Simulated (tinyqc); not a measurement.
Charge neutrality of a doped semiconductor with incomplete ionisation: one step, computed by the program tinyqc. Command: `OMP_NUM_THREADS=1 python tinyqc.py 3028038 3028039 out.jsonl dopant walk`. One thread of a shared host (Intel(R) Xeon(R) Processor @ 2.30GHz), about 0.03 s of CPU time with the checks.

Energies are counted from the top of the valence band; E_D is measured down from the conduction band and E_A up from the valence band.

Task: Gap and effective densities of states. E_g = E_g0 - alpha T^2/(T + beta). N_c = 2 M_c (2 pi m_e k_B T/h^2)^(3/2) and N_v = 2 (2 pi m_h k_B T/h^2)^(3/2), masses in units of m_0. n_i = sqrt(N_c N_v) exp(-E_g/(2 k_B T)); E_i = E_g/2 + (k_B T/2) ln(N_v/N_c).

Inputs (values chosen for the exercise, for a model semiconductor):
```
quantity              value  unit
gap at 0 K E_g0        1.38    eV
Varshni alpha      0.000242  eV/K
Varshni beta            133     K
electron mass m_e     0.113   m_0
valleys M_c               1     -
hole mass m_h         0.649   m_0
temperature T           100     K
```

Doping: p-type. Statistics of the bands: Fermi-Dirac.

Constants: m_0 = 9.1093837015e-31 kg; k_B = 1.380649e-23 J/K; h = 6.62607015e-34 J s; k_B = 8.617333262e-05 eV/K.

Give: gap E_g; N_c; N_v; k_B T; intrinsic density n_i; intrinsic level E_i.

Result:

gap E_g = 1.370 eV

N_c = 1.834e+17 cm^-3

N_v = 2.525e+18 cm^-3

k_B T = 0.008617 eV

intrinsic density n_i = 2.090e-17 cm^-3

intrinsic level E_i = 0.6961 eV
